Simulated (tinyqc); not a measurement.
# Zener tunnelling in a reverse-biased junction, two-band WKB, step by step

Computed by the program tinyqc: `OMP_NUM_THREADS=1 python tinyqc.py 2620028 2620029 out.jsonl`, one thread of a shared Intel Xeon 2.30GHz, about 0.01 s for the whole run. Printed values are rounded.

Abrupt p-n junction, depletion approximation. Energies E are counted from the conduction-band edge of the neutral n side; its Fermi level lies at dn, that of the p side at dn - V, and the valence-band edge of the neutral p side at Em = dn + dp - V. Tunnelling needs 0 < E < Em. Two-band dispersion with equal masses m: inside the gap kappa = sqrt(m u (1 - u/Eg)/C), u the distance from a band edge, C = hbar^2/(2 m0).

Values chosen for this exercise; band and dielectric values close to those of indium arsenide:
```
symbol,value,unit,meaning
T,350,K,temperature
Eg,0.347,eV,band gap
eps_r,15,,relative permittivity
Nc,1.07e17,cm^-3,conduction-band density of states at 350 K
Nv,8.28e18,cm^-3,valence-band density of states at 350 K
m,0.026,m0,band-edge mass of the two-band model
Na,2.5e18,cm^-3,acceptor density
Nd,4.2e17,cm^-3,donor density
V,-0.57,V,bias of the p side
nE,13,,points of the energy grid
```

Constants: q = 1.602176634e-19 C, kB = 1.380649e-23 J/K, hbar = 1.054571817e-34 J s, h = 6.62607015e-34 J s, m0 = 9.1093837015e-31 kg, Vt = kB T/q, eps0 = 8.8541878128e-14 F/cm where lengths are in cm, hbar^2/(2 m0) = 0.0380998212 eV nm^2. Results are converted to the units shown.

Range of the model: Parabolic densities of states, no band tails and no gap narrowing, all of which matter at such doping.

## Fermi levels and built-in voltage

Nd = Nc F12(dn/Vt), Na = Nv F12(dp/Vt), F12(x) = (2/sqrt(pi)) int_0^infinity sqrt(u)/(1 + exp(u - x)) du; dn = EF - Ec on the n side, dp = Ev - EF on the p side (negative outside the bands); Vbi = Eg + dn + dp.

dn = 0.08104025 eV
dp = -0.03291283 eV
Vbi = 0.3951274 V

Boltzmann statistics would give dn = 0.0412 eV and dp = -0.0361 eV. At zero bias the bands of the two sides overlap by dn + dp.

## Width, field and exponent

W = sqrt(2 eps0 eps_r (Vbi - V)(1/Na + 1/Nd)/q), mean field F = (Vbi - V)/W, peak field 2 F. In a uniform field F the exponent is S = pi sqrt(m/C) Eg^1.5/(4 F). Transverse energy Et = C kt^2/m raises it to S (1 + 4 Et/Eg), so T = exp(-S) exp(-Et/Eb) with Eb = Eg/(4 S). KJ = (2 q^2/h) m/(4 pi C) (times 1e14 for A/cm^2 per eV^2).

W = 66.70661 nm
mean field = 0.1446824 MV/cm
S = 9.166289
exp(-S) = 1.045036e-4
Eb = 9.464026 meV
tunnelling length Eg/F = 23.98356 nm

## Current density on a coarse grid

J = KJ exp(-S) Eb times the integral from 0 to Em of [f(E - dn) - f(E - dn + V)] [1 - exp(-min(E, Em - E)/Eb)] dE, f(x) = 1/(1 + exp(x/Vt)), with S and Eb from the mean field; J > 0 flows from p to n. KJ = (2 q^2/h) m/(4 pi C) (times 1e14 for A/cm^2 per eV^2). Simpson's rule on nE equally spaced points from 0 to Em.

```
point	E (eV)	difference of the f	transverse factor
0	0.0000000	-0.0637477	0.000000
1	0.0515106	-0.2730748	0.995673
2	0.1030212	-0.6745411	0.999981
3	0.1545319	-0.9195811	1.000000
4	0.2060425	-0.9843963	1.000000
5	0.2575531	-0.9971331	1.000000
6	0.3090637	-0.9994676	1.000000
7	0.3605743	-0.9998399	1.000000
8	0.4120849	-0.9996206	1.000000
9	0.4635956	-0.9980014	1.000000
10	0.5151062	-0.9890883	0.999981
11	0.5666168	-0.9426284	0.995673
12	0.6181274	-0.7486171	0.000000
```

integral = -0.5115718 eV
KJ = 4.207608e8 A/(cm^2 eV^2)
J = -212.8870 A/cm^2

A converged quadrature gives -215.5 A/cm^2; this grid is 1.2 % below that in size.
